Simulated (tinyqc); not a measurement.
Nanosheet or nanowire with hard walls, valleys of the Si type, step by step. Values are carried at full precision from step to step, so a last printed digit may differ when a step is redone from the rounded ones.

Six ellipsoidal valleys along the cube axes: inverse mass tensor w = 1/mt + (1/ml - 1/mt) a a^T with a the unit axis. Device axes: x along the channel, z = [001], y = z x x.

Constants: hbar^2/2m0 = 3.80998211 eV angstrom^2; hbar = 6.58211957e-16 eV s; e^2/h = 3.874045865e-05 S; kB = 8.617333262e-05 eV/K.

Parameters, chosen for this exercise (near those of Si; not measured data):
```
symbol   value  unit      meaning
ml       0.922  m0        longitudinal mass
mt       0.192  m0        transverse mass
channel  110              transport direction x on a (001) wafer
W        90     angstrom  width, along y
H        32     angstrom  height, along z = [001]
dE       0.225  eV        EF above the lowest subband edge
T        77     K         temperature
g_all    6                number of valleys
```

## Valley masses for a [110] channel

Rotate w into the device axes and group equal valleys (|w_yz| counts); order by w_zz, then w_yy. 1/m_x = w_xx - w_xc w_c^-1 w_cx with c the block (y, z).

Valleys:
```
group  valleys g    w_yy    w_zz  |w_yz|  m_x (m0)
A              2  5.2083  1.0846  0.0000    0.1920
B              4  3.1465  5.2083  0.0000    0.5570
```

The lightest transport mass, 0.192 m0, belongs to group A.

## One-dimensional subbands

Hard walls around a W x H rectangle. The block w_c of w in (y, z) confines; the transport mass follows from 1/m_x = w_xx - w_xc w_c^-1 w_cx. The cross-section problem c (w_yy ky^2 + 2 w_yz ky kz + w_zz kz^2), c = hbar^2/2m0, is solved in products sin(n pi y/W) sin(l pi z/H), n, l = 1 to 12; if w_yz = 0 the levels are c pi^2 (w_yy n^2/W^2 + w_zz l^2/H^2). The w_yz term couples (n, l) to (n', l') by -2 c w_yz D_nn'(W) D_ll'(H) with D_nm(L) = 4 n m/(L (n^2 - m^2)) for n + m odd and 0 otherwise.

The ten lowest levels of all groups together, numbered within each group.

Subbands:
```
label  valleys g  m_x (m0)  E (eV)
A1             2    0.1920  0.0640
A2             2    0.1920  0.1365
A3             2    0.1920  0.1835
B1             4    0.5570  0.2059
B2             4    0.5570  0.2497
A4             2    0.1920  0.2560
A5             2    0.1920  0.2574
B3             4    0.5570  0.3227
A6             2    0.1920  0.3769
A7             2    0.1920  0.3826
```

The lowest subband is A1; the number of further ones in the list within kB T = 6.6 meV of it at 77 K is 0.

## Modes, density and velocity at zero temperature

With EF = E_lowest + dE, each subband below EF has k_F = sqrt(m_x (EF - E)/c), carries n = 2 g k_F/pi electrons per length (spin included), moves at v = 2 c k_F/(hbar m_x) and adds 2 g e^2/h to the ballistic conductance; c = hbar^2/2m0, 1 angstrom/s = 1e-8 cm/s.

Occupied subbands:
```
label  k_F (1/angstrom)  n (1/nm)  v (1e7 cm/s)
A1               0.1065     1.356          6.42
A2               0.0877     1.116          5.29
A3               0.0729     0.928          4.40
B1               0.1102     2.807          2.29
B2               0.0758     1.931          1.58
A4               0.0408     0.519          2.46
A5               0.0399     0.508          2.40
```

total n = 9.165 1/nm
ballistic conductance = 1394.7 microsiemens

EF lies below the last listed level, so the count is complete for these valleys (other families, and non-parabolicity above about 0.2 eV, are left out): 7 subbands with 18 valley modes. The Fermi velocity, averaged with the densities as weights, is 3.35 x 1e7 cm/s; the mean over all filled states moving one way is half of it.

## Threshold shift from confinement

Without degeneracy the line density is N1 exp((EF - Ec)/kB T) with N1 = sum 2 g sqrt(m_x kB T/(4 pi c)) exp(-E/kB T), here over n, l up to 80 where w_yz = 0 and over all levels of a 12 x 12 sine basis otherwise; the classical value is W H Nc with Nc = 2 g_all (m_dos kB T/(4 pi c))^(3/2), m_dos = (ml mt^2)^(1/3); dVt = kB T ln(W H Nc/N1).

Form N1, W H Nc and dVt.

N1 = 1.334e-05 1/nm
W H Nc = 0.1040 1/nm
dVt = 59.5 mV

## Checks

- Lowest level of group A on a 40 x 40 difference grid against the sine basis, eV: both 0.064.

Computed by tinyqc, a small Python program: `OMP_NUM_THREADS=1 python tinyqc.py 1282442 1282443 out.jsonl` (the numbers bound the seed that draws the inputs); one thread of a shared host (Intel(R) Xeon(R) Processor @ 2.30GHz), about 0.04 s for the whole set of steps.
